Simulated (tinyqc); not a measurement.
Pariser-Parr-Pople SCF with singles CI, for the molecule c1ccc2ccnc-2cc1 (SMILES; centres numbered as the heavy atoms are written), step by step. Computed by tinyqc, a small Python program that keeps every step. Settings: charge = 0, gamma = Ohno, start = huckel, damping = 0, iteration cap = 69, excitations kept = 4. Command: `OMP_NUM_THREADS=1 python tinyqc.py 25467 25468 out.jsonl` (the two numbers bound the seeds that draw the settings). One thread of a shared host (Intel(R) Xeon(R) Processor @ 2.60GHz), about 0.01 s of CPU time with the checks. Later iterations appear only in the table of the cycle.

## PPP integrals

Centres (angstrom, eV; a flat drawing with bonds scaled to 1.40 angstrom):
```
centre          x          y  core charge z          W   gamma_rr
1C       2.531000   0.000000              1  11.160000  11.130000
2C       1.924000   1.261000              1  11.160000  11.130000
3C       0.559000   1.573000              1  11.160000  11.130000
4C      -0.536000   0.700000              1  11.160000  11.130000
5C      -1.867000   1.133000              1  11.160000  11.130000
6C      -2.690000   0.000000              1  11.160000  11.130000
7N      -1.867000  -1.133000              1  14.100000  12.300000
8C      -0.536000  -0.700000              1  11.160000  11.130000
9C       0.559000  -1.573000              1  11.160000  11.130000
10C      1.924000  -1.261000              1  11.160000  11.130000
```

Resonance integrals (eV):
```
i    j       beta
1    2  -2.390000
2    3  -2.390000
3    4  -2.390000
4    5  -2.390000
5    6  -2.390000
6    7  -2.510000
7    8  -2.510000
8    9  -2.390000
9   10  -2.390000
10   1  -2.390000
8    4  -2.390000
```

Ohno: gamma = 14.399645/sqrt(R^2 + a^2), a = 2 x 14.399645/(gamma_rr + gamma_ss); H_rr = -W_r - sum_(s != r) z_s gamma_rs; H_rs = beta for bonds.

repulsion gamma_rs (eV), lower triangle:
```
            1C         2C         3C         4C         5C         6C         7N         8C
1C   11.130000
2C    7.555349  11.130000
3C    5.079327   7.553271  11.130000
4C    4.233299   5.078313   7.552663  11.130000
5C    3.049299   3.592968   5.171533   7.554850  11.130000
6C    2.677056   2.906029   3.755187   5.520570   7.552804  11.130000
7N    3.060505   3.097324   3.753326   5.587182   5.585792   7.728064  12.300000
8C    4.233299   4.233184   5.078555   7.553862   5.519866   5.520570   7.730255  11.130000
9C    5.079327   4.233612   4.233148   5.078555   3.732715   3.755187   5.226768   7.552663
10C   7.555349   5.080158   4.233612   4.233184   3.085711   2.906029   3.611338   5.078313

            9C        10C
9C   11.130000
10C   7.553271  11.130000
```

core matrix H (eV), lower triangle:
```
             1C          2C          3C          4C          5C          6C          7N          8C
1C   -53.682809
2C    -2.390000  -54.490206
3C     0.000000   -2.390000  -57.570622
4C     0.000000    0.000000   -2.390000  -63.552478
5C     0.000000    0.000000    0.000000   -2.390000  -56.005537
6C     0.000000    0.000000    0.000000    0.000000   -2.390000  -53.481495
7N     0.000000    0.000000    0.000000    0.000000    0.000000   -2.510000  -59.480554
8C     0.000000    0.000000    0.000000   -2.390000    0.000000    0.000000   -2.510000  -63.660568
9C     0.000000    0.000000    0.000000    0.000000    0.000000    0.000000    0.000000   -2.390000
10C   -2.390000    0.000000    0.000000    0.000000    0.000000    0.000000    0.000000    0.000000

             9C         10C
9C   -57.605246
10C   -2.390000  -54.496963
```

## Starting guess

pi electrons, sum of z_r less the charge = 10

Orbitals of the Hueckel matrix of the beta values.

P at the start, lower triangle:
```
            1C         2C         3C         4C         5C         6C         7N        8C
1C    0.870085
2C    0.639256   0.987389
3C    0.142588   0.664176   0.854597
4C   -0.217569   0.009796   0.585871   1.029738
5C    0.016583  -0.229001   0.011744   0.598792   1.176492
6C    0.177544   0.018531  -0.216081  -0.078176   0.649866   1.047626
7N    0.017207   0.181358  -0.067976  -0.226399  -0.197143   0.660338   1.162584
8C   -0.216203  -0.066873   0.173193   0.397223  -0.236673  -0.072760   0.600185  1.029425
9C    0.142543  -0.243270  -0.184132   0.173973  -0.067288  -0.221671   0.010141  0.581815
10C   0.638476   0.025284  -0.242489  -0.066828   0.188976   0.016123  -0.221958  0.009918

           9C       10C
9C   0.854719
10C  0.665542  0.987345
```

## Iteration 1: Fock matrix

F_rr = H_rr + P_rr gamma_rr / 2 + sum_(s != r) P_ss gamma_rs; F_rs = H_rs - P_rs gamma_rs / 2; E = tr P (H + F) / 2 + core repulsion sum_(r<s) z_r z_s gamma_rs.

F (eV), lower triangle:
```
            1C         2C         3C         4C         5C         6C         7N         8C
1C   -6.571630
2C   -4.804901  -6.872665
3C   -0.362126  -4.898351  -5.752026
4C    0.460517  -0.024873  -4.602445  -5.206137
5C   -0.025283   0.411397  -0.030367  -4.651891  -4.732623
6C   -0.237647  -0.026925   0.405712   0.215788  -4.844155  -3.926667
7N   -0.026331  -0.280863   0.127568   0.632467   0.550600  -5.061568  -6.990053
8C    0.457626   0.141542  -0.439785  -3.890282   0.653202   0.200839  -4.829791  -5.215978
9C   -0.362012   0.514954   0.389730  -0.441766   0.125583   0.416207  -0.026503  -4.587125
10C  -4.801953  -0.064223   0.513303   0.141447  -0.291562  -0.023427   0.400783  -0.025183

            9C        10C
9C   -5.767169
10C  -4.903511  -6.878502
```

pi energy = -136.122973 eV

## Iteration 1: orbitals and new P

Diagonalise F (the basis is taken as orthonormal) and form P = 2 sum c c over the lowest orbitals.

orbital energies (eV): -15.689740  -14.003263  -12.992403  -10.451383  -9.378064  -2.392140  -1.643154  1.594123  3.264540  3.778035

P after iteration 1, lower triangle:
```
            1C         2C         3C         4C         5C         6C         7N        8C
1C    0.911150
2C    0.642597   1.038359
3C    0.095458   0.663071   0.860153
4C   -0.229666   0.001655   0.592509   0.999034
5C    0.036265  -0.222960   0.025510   0.604459   1.126092
6C    0.176225  -0.025417  -0.209046   0.002258   0.665669   0.914080
7N    0.036780   0.171608  -0.100946  -0.245862  -0.136446   0.640771   1.283412
8C   -0.236509  -0.047245   0.217211   0.354187  -0.244852  -0.084841   0.588522  0.963801
9C    0.091937  -0.252067  -0.111346   0.207817  -0.109723  -0.234979   0.006897  0.595144
10C   0.647460  -0.018868  -0.257839  -0.041493   0.182561   0.033106  -0.206462  0.013690

           9C       10C
9C   0.869075
10C  0.658623  1.034843
```

## Iteration 2: Fock matrix

As before.

F (eV), lower triangle:
```
            1C         2C         3C         4C         5C         6C         7N         8C
1C   -6.047186
2C   -4.817521  -6.563367
3C   -0.242432  -4.894176  -5.739474
4C    0.486123  -0.004203  -4.627511  -5.567018
5C   -0.055291   0.400545  -0.065963  -4.673299  -5.403781
6C   -0.235882   0.036931   0.392503  -0.006232  -4.903833  -4.177666
7N   -0.056283  -0.265763   0.189441   0.686838   0.381081  -4.985960  -7.688398
8C    0.500606   0.099999  -0.551560  -3.727741   0.675774   0.234184  -4.784712  -5.127064
9C   -0.233490   0.533577   0.235673  -0.527706   0.204782   0.441195  -0.018024  -4.637460
10C  -4.835892   0.047926   0.545796   0.087823  -0.281666  -0.048103   0.372802  -0.034760

            9C        10C
9C   -5.590264
10C  -4.877379  -6.483513
```

pi energy = -136.531060 eV

## Iteration 2: orbitals and new P

As before.

orbital energies (eV): -15.633646  -13.964330  -12.915093  -10.659744  -9.761900  -2.203069  -1.523934  1.914261  2.918610  3.441114

P after iteration 2, lower triangle:
```
            1C         2C         3C         4C         5C         6C         7N        8C
1C    0.909220
2C    0.640797   1.038313
3C    0.086934   0.667660   0.870574
4C   -0.232232   0.003681   0.590609   0.995424
5C    0.042431  -0.213581   0.011291   0.600971   1.138463
6C    0.170855  -0.026749  -0.204582   0.015039   0.671921   0.873922
7N    0.033964   0.165714  -0.093115  -0.249198  -0.130440   0.630570   1.332883
8C   -0.238803  -0.057605   0.226226   0.351300  -0.246666  -0.089957   0.580113  0.935784
9C    0.086145  -0.254731  -0.099585   0.219356  -0.110613  -0.231447  -0.000026  0.595667
10C   0.650427  -0.011338  -0.263355  -0.046827   0.174770   0.036897  -0.196571  0.025577

           9C       10C
9C   0.873582
10C  0.658068  1.031835
```

## Convergence

Stop when output and input P, before any damping, agree to 1e-7.

Course of the cycle:
```
iteration         E (eV)  largest |P(out) - P(in)|
1          -136.12297327                  1.34e-01
2          -136.53106041                  4.95e-02
3          -136.57241704                  2.09e-02
4          -136.58249031                  1.02e-02
5          -136.58588065                  5.79e-03
6          -136.58726436                  3.48e-03
7          -136.58788903                  2.18e-03
8          -136.58818572                  1.49e-03
9          -136.58833047                  1.08e-03
10         -136.58840222                  7.75e-04
11         -136.58843819                  5.54e-04
...                  ...                       ...
35         -136.58847605                  7.67e-07
36         -136.58847605                  6.13e-07
37         -136.58847605                  4.90e-07
38         -136.58847605                  3.91e-07
39         -136.58847605                  3.12e-07
40         -136.58847605                  2.49e-07
41         -136.58847605                  1.99e-07
42         -136.58847605                  1.59e-07
43         -136.58847605                  1.27e-07
44         -136.58847605                  1.01e-07
45         -136.58847605                  8.07e-08
```

Converged in 45 iterations.

## Converged orbitals

Charges are z - P_rr.

orbital energies (eV): -15.642362  -13.974207  -12.932646  -10.683439  -9.827257  -2.219003  -1.527108  1.897361  2.890201  3.408819

coefficients:
```
          MO1        MO2        MO3        MO4        MO5        MO6        MO7        MO8
1C   0.280504   0.489620  -0.092990   0.334058   0.159839   0.505258  -0.044836   0.496779
2C   0.295241   0.417263   0.318880   0.297407  -0.239914  -0.173028  -0.459802  -0.446998
3C   0.322528   0.158647   0.478519  -0.136287  -0.266040  -0.390256   0.421532   0.301328
4C   0.388968  -0.152260   0.352501  -0.417279   0.127668   0.371127   0.183514  -0.066100
5C   0.240018  -0.241190   0.252379  -0.000366   0.636239  -0.015394  -0.270563  -0.215414
6C   0.219425  -0.322863   0.031126   0.405154   0.310891  -0.332129  -0.031361   0.369272
7N   0.333960  -0.431667  -0.202023   0.499467  -0.317678   0.044566   0.268421  -0.198078
8C   0.407622  -0.251547  -0.206471  -0.227790  -0.352484   0.323417  -0.260362   0.003205
9C   0.327329   0.058105  -0.446625  -0.372606  -0.013311  -0.439888  -0.352331   0.247324
10C  0.297059   0.349873  -0.434567  -0.054013   0.320969  -0.118781   0.486870  -0.418398

           MO9       MO10
1C   -0.178042  -0.003984
2C    0.162837   0.152810
3C   -0.165698  -0.322849
4C    0.151726   0.558605
5C   -0.415187  -0.351423
6C    0.574568   0.089761
7N   -0.401558   0.190828
8C    0.318554  -0.527191
9C   -0.278704   0.307423
10C   0.219995  -0.141254
```

pi charges: 1C 0.071599, 2C -0.017939, 3C 0.104949, 4C 0.021685, 5C -0.168554, 6C 0.171681, 7N -0.378130, 8C 0.103609, 9C 0.101985, 10C -0.010883

## Singles CI, singlets

Over the 4 single excitations with the smallest orbital gaps: A = (e_a - e_i) delta + 2 (ia|jb) - (ij|ab), with (pq|rs) = sum c_mp c_mq gamma_mn c_nr c_ns. f = 2/3 w |mu|^2 in atomic units, mu = sqrt2 sum c_ia sum_m c_mi c_ma R_m.

singlet CI matrix (eV), lower triangle:
```
           5>6        5>7        4>6       4>7
5>6   3.122587
5>7   0.252691   4.428595
4>6   0.445168   0.953150   4.361385
4>7  -0.850662  -0.025802  -0.070041  5.096849
```

singlet excitation energies (eV): 2.711986  3.459108  5.187770  5.650552

oscillator strengths: 0.038135  0.001853  0.873584  2.052749

## Singles CI, triplets

Over the 4 single excitations with the smallest orbital gaps: A = (e_a - e_i) delta - (ij|ab), with (pq|rs) = sum c_mp c_mq gamma_mn c_nr c_ns.

triplet CI matrix (eV), lower triangle:
```
           5>6       5>7        4>6       4>7
5>6   2.255785
5>7   0.029020  3.037958
4>6  -0.046020  0.022875   2.811399
4>7   0.022875  0.084533  -0.089052  3.727213
```

triplet excitation energies (eV): 2.250693  2.802688  3.033061  3.745912
